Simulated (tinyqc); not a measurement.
From one set of inputs to another, one input at a time: implant damage, amorphisation by cascade overlap, and solid-phase epitaxial regrowth. Computed by tinyqc, a small Python program. Command: `OMP_NUM_THREADS=1 python tinyqc.py 3110961 3110962 out.jsonl sper ladder`. One thread of a shared host (Intel(R) Xeon(R) Processor @ 2.30GHz), about 0.02 s of CPU time with the checks.

Range and width of the damage are inputs. Dynamic annealing enters only through the surviving share f.

The inputs printed are set A. Set A is modelled on arsenic ions in germanium; the values taken over come from a set modelled on antimony ions in germanium. Inputs not listed in the table keep their values of set A, so the rows need not describe a real material.

Inputs (values chosen for the exercise, modelled on arsenic ions in germanium): atomic density N = 44.2 1/nm^3; ion Z1 = 33; ion mass M1 = 74.9 u; target Z2 = 32; target mass M2 = 72.63 u; ion energy E = 21 keV; displacement energy E_d = 16 eV; depth of the damage peak R_d = 12 nm; width of the damage profile s_d = 7.1 nm; share of defects that survive f = 0.32; critical displaced share x_c = 0.13; dose Q = 2.8e+15 1/cm^2; regrowth prefactor v0 = 3.4e+16 nm/s; regrowth energy E_a = 2.16 eV; anneal temperature = 448 C; rate relative to (100) = 1; peak enhancement by the dopant = 4.3; ramp rate = 2.3 K/s.

Constants: a_0 = 0.529177210903 angstrom; e^2/(4 pi eps_0) = 14.39964548 eV angstrom; k_B = 8.617333262e-05 eV/K.

Method:
- Robinson partition: eps = E a M2/(Z1 Z2 (e^2/(4 pi eps_0)) (M1 + M2)), a = 0.8853 a_0/sqrt(Z1^(2/3) + Z2^(2/3)); k = 0.0793 Z1^(2/3) Z2^(1/2) (M1 + M2)^(3/2)/((Z1^(2/3) + Z2^(2/3))^(3/4) M1^(3/2) M2^(1/2)); damage energy T_d = E/(1 + k (eps + 0.40244 eps^(3/4) + 3.4008 eps^(1/6))); displacements nu = 0.8 T_d/(2 E_d).
- Displaced share x(z) = f nu Q exp(-(z - R_d)^2/(2 s_d^2))/(sqrt(2 pi) s_d N); the layer is amorphous where x > x_c, between R_d -/+ s_d sqrt(2 ln(x_max/x_c)), the upper edge being cut at the surface. Threshold dose Q_c = Q x_c/x_max.
- Displaced atoms per area beyond the lower edge z2: f nu Q (1/2) erfc((z2 - R_d)/(sqrt2 s_d)); they are not removed by regrowth.
- v = v0 x orientation factor x exp(-E_a/(k_B T)) x [1 + (enhancement - 1) exp(-(z - R_d)^2/(2 s_d^2))], T = anneal temperature + 273.15 K; the dopant is taken to follow the damage profile; the lower front moves from the lower edge z2 to the surface, or to the middle (z1 + z2)/2 of a buried layer with upper edge z1; time = int dz/v; the equivalent undoped distance is that time times the undoped velocity.
- On a linear ramp from 200 C regrowth ends at the T_f where int v_undoped dT/(ramp rate) equals the equivalent undoped distance.

Each row keeps all changes above it; columns: (1) input moved; (2) from; (3) to; (4) displaced atoms beyond z2 (1/cm^2); (5) time with enhancement (s); (6) temperature at which regrowth ends (C):
```
(1)                                                                  (2)            (3)         (4)         (5)     (6)
set A                                                                  -              -  1.3769e+15  4.8192e-01  395.53
width of the damage profile s_d (nm)                                 7.1             10  2.0218e+15  5.5179e-01  397.83
regrowth energy E_a (eV) and regrowth prefactor v0 (nm/s)  2.16, 3.4e+16  2.15, 2.7e+16  2.0218e+15  5.9157e-01  398.74
anneal temperature (C)                                               448            320  2.0218e+15  1.0338e+03  398.74
ion energy E (keV)                                                    21             52  1.8340e+15  1.2328e+03  401.78
dose Q (1/cm^2)                                                  2.8e+15          1e+14  3.4400e+15  2.2513e+02  373.50
peak enhancement by the dopant                                       4.3            4.1  3.4400e+15  2.3534e+02  374.21
share of defects that survive f                                     0.32            0.9  2.5543e+15  7.1461e+02  392.45
```

Displaced atoms beyond z2 goes from 1.38e15 to 2.55e15, a factor 1.86 in all. The largest single move comes from dose Q (a factor 1.88), and share of defects that survive f works against it (a factor 0.743). Time with enhancement goes from 0.482 to 715, a factor 1480 in all. The largest single move comes from anneal temperature (a factor 1750), and dose Q works against it (a factor 0.183). Temperature at which regrowth ends goes from 396 to 392, a factor 0.9922 in all. The largest single move comes from dose Q (a factor 0.930), and share of defects that survive f works against it (a factor 1.05). The single moves hold for this order of the switches; the total does not depend on the order.

Extremes, crossings and ranges named in words are read from the listed rows.
